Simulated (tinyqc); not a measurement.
Static screening by free carriers: sweeps and comparisons. A value that a table varies takes the place of the one given here.

kF = (3 pi^2 n/Mv)^(1/3), EF = c kF^2/m with c = hbar^2/2m0, n in 1/angstrom^3 (1e-24 per 1/cm^3), e2 = e^2/(4 pi eps0). Thomas-Fermi: qTF^2 = 6 pi e2 n/(eps EF). Debye: qD^2 = 4 pi e2 n/(eps kB T).

F_j(eta) = (1/Gamma(j + 1)) integral_0^infinity x^j dx/(1 + exp(x - eta)), which tends to exp(eta) for eta << 0.

At finite T: qs^2 = qD^2 F_-1/2(eta)/F_1/2(eta), where n = Mv N F_1/2(eta) and N = 2 (m kB T/(4 pi c))^(3/2) with c = hbar^2/2m0, in 1/angstrom^3; times 1e24 for 1/cm^3.

Donor in the screened potential -(e2/eps) exp(-qs r)/r with the trial function exp(-r/a): E(a) = c/(m a^2) - (e2/eps) 4/(a (2 + qs a)^2), e2 = e^2/(4 pi eps0), c = hbar^2/2m0; isotropic mass.

Lindhard at zero temperature: eps(q)/eps = 1 + (qTF/q)^2 L(x), x = q/(2 kF), L(x) = 1/2 + ((1 - x^2)/(4x)) ln|(1 + x)/(1 - x)|.

Constants: hbar^2/2m0 = 3.80998211 eV angstrom^2; e^2/(4 pi eps0) = 14.39964547 eV angstrom; kB = 8.617333262e-05 eV/K; a0 (Bohr radius) = 0.5291772105 angstrom.

Inputs chosen for the exercise (near those of GaN; not measured data): m = 0.199 m0 (mass of one isotropic valley); Mv = 1 (valleys); eps = 9.52 (background dielectric constant); T = 77 K; n = 3.2e+15 1/cm^3 (carrier density).

## Screening unbinds the donor

All carriers n are taken as free and screen with qs(T); E(a) is minimised over a; a dash marks no bound state. aB = a0 eps/m.

Donor level:

| n (1/cm^3) | n^(1/3) aB | qs aB | E (meV) | a/aB |
|---|---|---|---|---|
| 5.0e+14 | 0.020 | 0.030 | -28.11 | 1.001 |
| 4.0e+15 | 0.040 | 0.085 | -25.08 | 1.005 |
| 2.0e+16 | 0.069 | 0.189 | -20.00 | 1.022 |
| 6.0e+16 | 0.099 | 0.320 | -14.60 | 1.061 |
| 2.0e+17 | 0.148 | 0.544 | -7.56 | 1.173 |
| 4.0e+17 | 0.187 | 0.707 | -3.90 | 1.311 |
| 1.0e+18 | 0.253 | 0.931 | -0.62 | 1.709 |
| 3.0e+18 | 0.365 | 1.182 | - | - |

aB = 25.3 angstrom

The level rises from -28.11 meV at the lowest density to -0.62 meV at 1e+18 1/cm^3, against -29.87 meV unscreened. The trial function finds no bound state from 3e+18 1/cm^3 on, where qs aB = 1.18 and n^(1/3) aB = 0.37. This trial function loses binding at qs aB = 1 and the exact Yukawa problem at 1.19; the Mott rule of thumb is n^(1/3) aB = 0.26.

## From Debye to Thomas-Fermi

Screening lengths (angstrom):

| n (1/cm^3) | eta | Debye | Thomas-Fermi | finite T |
|---|---|---|---|---|
| 9.0e+14 | -5.77 | 622.8 | 81.59 | 623.1 |
| 6.0e+15 | -3.87 | 241.2 | 59.47 | 242.1 |
| 3.0e+16 | -2.23 | 107.9 | 45.48 | 109.8 |
| 1.0e+17 | -0.94 | 59.08 | 37.21 | 62.55 |
| 4.0e+17 | 0.80 | 29.54 | 29.53 | 35.82 |
| 1.0e+18 | 2.41 | 18.68 | 25.35 | 27.20 |
| 6.0e+18 | 9.03 | 7.628 | 18.81 | 18.91 |
| 2.0e+19 | 20.31 | 4.178 | 15.39 | 15.40 |

Debye is within 5 % of the finite-T length up to 3e+16 1/cm^3 of the densities listed and Thomas-Fermi from 6e+18 on. The length goes as n^-0.50 at the low end and n^-0.17 at the high end, against the limits -1/2 and -1/6. Both limits give too short a length.

## Static response in three, two and one dimensions

kF = 0.00455887 1/angstrom
qTF = 0.0151423 1/angstrom

x = q/(2 kF). Response over its long-wave value: L3 as above; L2 = 1 for x <= 1 and 1 - sqrt(1 - 1/x^2) beyond; L1 = ln|(1 + x)/(1 - x)|/(2x).

Response:

| x | L3 | L2 | L1 | eps(q)/eps, Lindhard 3D | Thomas-Fermi |
|---|---|---|---|---|---|
| 0.100 | 0.997 | 1.000 | 1.003 | 275.9 | 276.8 |
| 0.301 | 0.969 | 1.000 | 1.032 | 30.51 | 31.44 |
| 0.502 | 0.911 | 1.000 | 1.100 | 10.97 | 11.94 |
| 0.703 | 0.814 | 1.000 | 1.242 | 5.543 | 6.581 |
| 0.904 | 0.651 | 1.000 | 1.652 | 3.197 | 4.375 |
| 0.985 | 0.537 | 1.000 | 2.480 | 2.526 | 3.843 |
| 1.025 | 0.446 | 0.780 | 2.144 | 2.170 | 3.625 |
| 1.105 | 0.350 | 0.575 | 1.357 | 1.791 | 3.259 |
| 1.306 | 0.227 | 0.357 | 0.773 | 1.367 | 2.617 |
| 1.608 | 0.141 | 0.217 | 0.453 | 1.150 | 2.067 |
| 2.211 | 0.071 | 0.108 | 0.221 | 1.040 | 1.564 |

Next to x = 1 the table has L3 = 0.537 and 0.446, L2 = 1.000 and 0.780, L1 = 2.480 and 2.144: an infinite slope in 3D, a kink in 2D and a logarithmic peak in 1D, where the whole Fermi surface is joined by 2 kF. These features give Friedel oscillations of period pi/kF = 689 angstrom at zero temperature; they wash out once kT nears EF, so this table, for T = 0, describes the gas only where EF is well above kT. Thomas-Fermi overstates eps(q) by 8.9 % at x = 0.502 and by 79.6 % at x = 1.608.

## What sets the screening length

All results formed anew. Each row changes one parameter from the base and keeps the others.

Results:

| case | Debye (angstrom) | Thomas-Fermi (angstrom) | finite T (angstrom) |
|---|---|---|---|
| base | 330.3 | 66.04 | 330.9 |
| n = 6.4e+15 1/cm^3 | 233.5 | 58.84 | 234.5 |
| m = 0.2587 m0 | 330.3 | 57.92 | 330.7 |
| eps = 11.424 | 361.8 | 72.34 | 362.5 |
| T = 137 K | 440.6 | 66.04 | 440.9 |
| Mv = 2 | 330.3 | 52.42 | 330.6 |

The largest shifts from the base row, up to three for each result and ties (the steps differ in size, so this ranks the rows, not the parameters). Debye (angstrom): T +110, n -96.7, eps +31.5; unchanged at the printed digits by m and Mv. Thomas-Fermi (angstrom): Mv -13.6, m -8.12, n -7.21; unchanged at the printed digits by T. finite T (angstrom): T +110, n -96.5, eps +31.6.

Computed by tinyqc, a small Python program: `OMP_NUM_THREADS=1 python tinyqc.py 1650410 1650411 out.jsonl` (the numbers bound the seed that draws the inputs); one thread of a shared host (Intel(R) Xeon(R) Processor @ 2.30GHz), about 0.01 s for the whole set of steps.
